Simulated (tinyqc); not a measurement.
Charge-trap memory cell: effect of the gate voltage.

Channel, tunnel oxide, storage layer, blocking layer, gate. N electrons per area sit in a sheet at the centroid and shift the threshold by U = (q/eps0) N (tb/eb + xc tn/en). EOT = t1 + 3.9 (tn/en + tb/eb); tunnel field F = (Vg - U)/EOT; dN/dt = eta (J/q)(1 - N/Nm). Fowler-Nordheim: J = A F^2 exp(-B/F), A = q^2/(16 pi^2 hbar mo phi) (times 1e14 for A/cm^2 with F in V/nm, emitter mass m0), B = (4/3) sqrt(mo/C) phi^1.5, C = hbar^2/(2 m0).

After 0.001 s. The rate equation is integrated from N = 0 to the digits shown; blocking field (3.9 F + q N/eps0)/eb.

Inputs (values chosen for the exercise); oxide values close to those of silicon dioxide, storage layer close to silicon nitride, blocking layer close to aluminium oxide: tunnel barrier phi = 3.03 eV; tunnelling mass mo = 0.42 m0; tunnel oxide (permittivity 3.9) t1 = 3.7 nm; storage layer tn = 6.5 nm; its relative permittivity en = 7.2; blocking layer tb = 14 nm; its relative permittivity eb = 9; charge centroid, share of tn counted from the blocking side xc = 0.68; capture efficiency of an empty layer eta = 0.53; trap density Nm = 6.7e12 cm^-2.

Constants: q = 1.602176634e-19 C, hbar = 1.054571817e-34 J s, m0 = 9.1093837015e-31 kg, eps0 = 8.8541878128e-14 F/cm where lengths are in cm, hbar^2/(2 m0) = 0.0380998212 eV nm^2. Results are converted to the units shown.

Result of one run:

| N/Nm | U (V) | F (V/nm) | blocking field (V/nm) |
|---|---|---|---|
| 1.000 | 2.630 | 1.142 | 0.6294 |

Which gate voltage less flat band and surface potential Vg gave this result: 14.4, 16.1, 17.8 or 20.4 V?

Vg = 17.8 V.

The whole series:

| Vg (V) | N/Nm | U (V) | F (V/nm) | blocking field (V/nm) |
|---|---|---|---|---|
| 14.4 | 0.8019 | 2.109 | 0.9250 | 0.5089 |
| 15.3 | 0.9638 | 2.535 | 0.9607 | 0.5461 |
| 16.1 | 0.9997 | 2.629 | 1.014 | 0.5740 |
| 17 | 1.000 | 2.630 | 1.081 | 0.6033 |
| 17.8 | 1.000 | 2.630 | 1.142 | 0.6294 |
| 18.7 | 1.000 | 2.630 | 1.209 | 0.6588 |
| 19.5 | 1.000 | 2.630 | 1.270 | 0.6849 |
| 20.4 | 1.000 | 2.630 | 1.337 | 0.7142 |

U rises from 2.11 to 2.63 V; the slope between neighbouring rows is at most 0.473 and 0 between the last two rows. In the upper rows it falls short of the 1 of a floating gate because capture weakens as the traps fill (100 % in the last row); where little charge has entered in the time given, the slope is small in any case. The blocking field reaches 7.14 MV/cm, where electrons may escape to the gate, which the model leaves out.

Range of the model: The Fowler-Nordheim form needs F t1 above phi; trap-assisted paths and leakage through the blocking layer are left out.

Computed by the program tinyqc: `OMP_NUM_THREADS=1 python tinyqc.py 2130076 2130077 out.jsonl`, one thread of a shared Intel Xeon 2.30GHz, about 0.09 s for the whole run.
